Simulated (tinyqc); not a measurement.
Long-channel MOSFET, surface-potential model: two steps of the calculation.

n-channel transistor on a uniformly doped p-type body, gradual-channel approximation, constant mobility, Boltzmann statistics, full ionisation. Potentials are counted from the neutral body; V is the electron quasi-Fermi potential, Vsb at the source and Vsb + Vds at the drain. Charges are magnitudes per area.

Inputs (values chosen for the exercise); material values close to those of silicon: temperature T = 300 K; band gap Eg = 1.11 eV; relative permittivity of the semiconductor eps_r = 11.7; conduction-band density of states at T Nc = 2.76e19 cm^-3; valence-band density of states at T Nv = 2.7e19 cm^-3; acceptor density of the body Na = 3.2e15 cm^-3; relative permittivity of the gate insulator eox = 7.2; insulator thickness tox = 13 nm; flat-band voltage Vfb = -0.48 V; channel mobility mu = 110 cm^2/(V s); gate width W = 2 um; gate length L = 1 um; source-body reverse bias Vsb = 0.3 V; drain-source voltage Vds = 0.5 V.

Constants: q = 1.602176634e-19 C, kB = 1.380649e-23 J/K, Vt = kB T/q, eps0 = 8.8541878128e-14 F/cm where lengths are in cm. Results are converted to the units shown.

Problem 1. Body potential, insulator capacitance and body factor. ni = sqrt(Nc Nv) exp(-Eg/(2 Vt)), Eg in volts; phiF = Vt ln(Na/ni); Cox = eps0 eox/tox; gamma = sqrt(2 q eps0 eps_r Na)/Cox. VT = Vfb + 2 phiF + gamma sqrt(2 phiF + Vsb), m = 1 + gamma/(2 sqrt(2 phiF + Vsb)).

Give: ni; phiF; Cox; gamma; VT; m.

Solution 1.

ni = 1.296e10 cm^-3
phiF = 0.3210 V
Cox = 0.4904 uF/cm^2
gamma = 0.06646 V^0.5
VT = 0.2265 V
m = 1.034

Problem 2. Pao-Sah current by Simpson's rule. I = mu (W/L) integral of Qi dV; Simpson's rule on the 9 points, step Vds/8, weights 1, 4, 2, ..., 4, 1 times step/3.

| point | Qi, Pao-Sah (nC/cm^2) |
|---|---|
| 0 | 0.50171793 |
| 1 | 0.046587376 |
| 2 | 0.0041684145 |
| 3 | 3.7167673e-4 |
| 4 | 3.3130257e-5 |
| 5 | 2.9530595e-6 |
| 6 | 2.6321978e-7 |
| 7 | 2.3461984e-8 |
| 8 | 2.0912740e-9 |

Give: Pao-Sah current.

Solution 2.

Pao-Sah current = 0.003199 uA

Gauss-Legendre quadrature on many points gives 0.002918 uA, so this value is 9.6 % above it; the charge-sheet current, 0.002865 uA, is 1.8 % below it.

Program tinyqc, `OMP_NUM_THREADS=1 python tinyqc.py 2360062 2360063 out.jsonl`; Intel Xeon 2.30GHz, shared host, one thread, about 0.04 s.
